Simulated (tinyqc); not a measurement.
Threshold-voltage variability of a planar MOSFET, analytic estimates: one step of the calculation.

Three independent sources add in quadrature: random dopants in the depleted layer, metal-gate grains of two orientations, and roughness of the two gate edges acting through the roll-off VT = VT(long) - Vr exp(-L/l). These are first-order estimates: no three-dimensional electrostatics, no percolation.

Problem. Metal grains and edge roughness. Grains: Ng = L W/G^2 (at least 1), s2 = dW sqrt(p (1 - p)/Ng). Edges, with exponential correlation and u = W/La: the mean gate length has sL^2 = 2 De^2 (2/u)[1 - (1 - exp(-u))/u]; s3 = sL (Vr/l) exp(-L/l).

Values chosen for this exercise; material values close to those of silicon:

| symbol | value | unit | meaning |
|---|---|---|---|
| L | 45 | nm | gate length |
| W | 54 | nm | gate width |
| G | 7 | nm | metal grain size |
| dW | 0.3 | eV | work-function difference of the two grain orientations |
| p | 0.3 |  | share of the orientation of higher work function |
| De | 1.9 | nm | rms roughness of one gate edge |
| La | 30 | nm | correlation length of the roughness |
| l | 9.2 | nm | decay length of the threshold roll-off |
| Vr | 2.2 | V | prefactor of the roll-off |

Give: Ng; s2; sL; dVT/dL; s3.

Solution.

Ng = 49.592
s2 = 19.522 mV
sL = 2.0742 nm
dVT/dL = 1.7963 mV/nm
s3 = 3.7257 mV

Program tinyqc, `OMP_NUM_THREADS=1 python tinyqc.py 2090117 2090118 out.jsonl`; Intel Xeon 2.30GHz, shared host, one thread, about 0.01 s.
